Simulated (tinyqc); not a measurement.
Lowest level against width: zigzag graphene nanoribbon in tight binding.

A zigzag ribbon of N chains, sites A1, B1, A2, ..., BN across it. For each k it is a chain with bonds -2t cos(k/2) (A_n to B_n) and -t (B_n to A_(n+1)), and +D, -D on A and B. A1 and BN are the edge sites; the Dirac points project to k = 2 pi/3.

Parameters, chosen for this exercise (out of a larger set: near those used for graphene; not measured data): t = 2.97 eV (hopping); k = 2.34 (k times the period sqrt3 acc).

D = 0; lowest positive level at the given k, and the estimate t x^N (1 - x^2), x = 2 cos(k/2) (a dash if x >= 1).

Level (eV):

| N | matrix | estimate |
|---|---|---|
| 2 | 1.267 | 0.7073 |
| 3 | 0.8077 | 0.5519 |
| 4 | 0.5555 | 0.4307 |
| 5 | 0.3991 | 0.3360 |
| 6 | 0.2947 | 0.2622 |
| 8 | 0.1685 | 0.1597 |
| 10 | 0.09961 | 0.09721 |
| 14 | 0.03621 | 0.03604 |

With x = 0.7803 < 1 the level falls exponentially: from N = 10 to 14 by a factor 0.364, against x^4 = 0.371.

Computed by tinyqc, a small Python program: `OMP_NUM_THREADS=1 python tinyqc.py 1480523 1480524 out.jsonl` (the numbers bound the seed that draws the inputs); one thread of a shared host (Intel(R) Xeon(R) Processor @ 2.30GHz), about 0.01 s for the whole set of steps.
